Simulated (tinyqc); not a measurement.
Static screening by free carriers: one step. Ionised-impurity scattering at E = 3 kT. Two cases, with inputs chosen for the exercise.

Question. e2 = e^2/(4 pi eps0), c = hbar^2/2m0; mobility estimate mu = tau/(m m0/e) with m0/e = 5.685630e-12 kg/C, times 1e4 for cm^2/(V s).

Brooks-Herring rate for an electron of energy E: 1/tau = NI (pi e2^2/(eps^2 hbar)) (sqrt(c/m)/E^(3/2)) Phi(b), with Phi = ln(1 + b) - b/(1 + b), b = (2k/qs)^2, k^2 = m E/c, NI in 1/angstrom^3.

Constants: hbar^2/2m0 = 3.80998211 eV angstrom^2; e^2/(4 pi eps0) = 14.39964547 eV angstrom; kB = 8.617333262e-05 eV/K; hbar = 6.58211957e-16 eV s.

Case 1.

Values chosen (near those of Si; shifted at random, so the results belong to these values and not to a real crystal): NI = 3.8e+18 1/cm^3 (ionised impurities); m = 0.3189 m0 (mass of one isotropic valley); eps = 11.7 (background dielectric constant); T = 300 K.

qs = 0.0465448 1/angstrom

Case 2.

Values chosen (near those of Si; shifted at random, so the results belong to these values and not to a real crystal): NI = 3.4e+19 1/cm^3 (ionised impurities); m = 0.3227 m0 (mass of one isotropic valley); eps = 11.6 (background dielectric constant); T = 300 K.

qs = 0.103803 1/angstrom

Give: b; Phi; 1/tau; mu at this energy.

Answer.

Case 1.

b = 11.99
Phi = 1.6409
1/tau = 7.21e+12 1/s
mu at this energy = 765 cm^2/(V s)

b is well above 1, the regime that the Brooks-Herring formula is meant for; a true mobility averages tau over the distribution.

Case 2.

b = 2.439
Phi = 0.5259
1/tau = 2.09e+13 1/s
mu at this energy = 261 cm^2/(V s)

b is not large: the electron wavelength is comparable with the screening length, outside the regime that the Brooks-Herring formula is meant for.

Computed by tinyqc, one run a case: `OMP_NUM_THREADS=1 python tinyqc.py N N+1 out.jsonl` with N = 1681173, 1681186; one thread of a shared Intel(R) Xeon(R) Processor @ 2.30GHz, about 0.01 s a run at most.
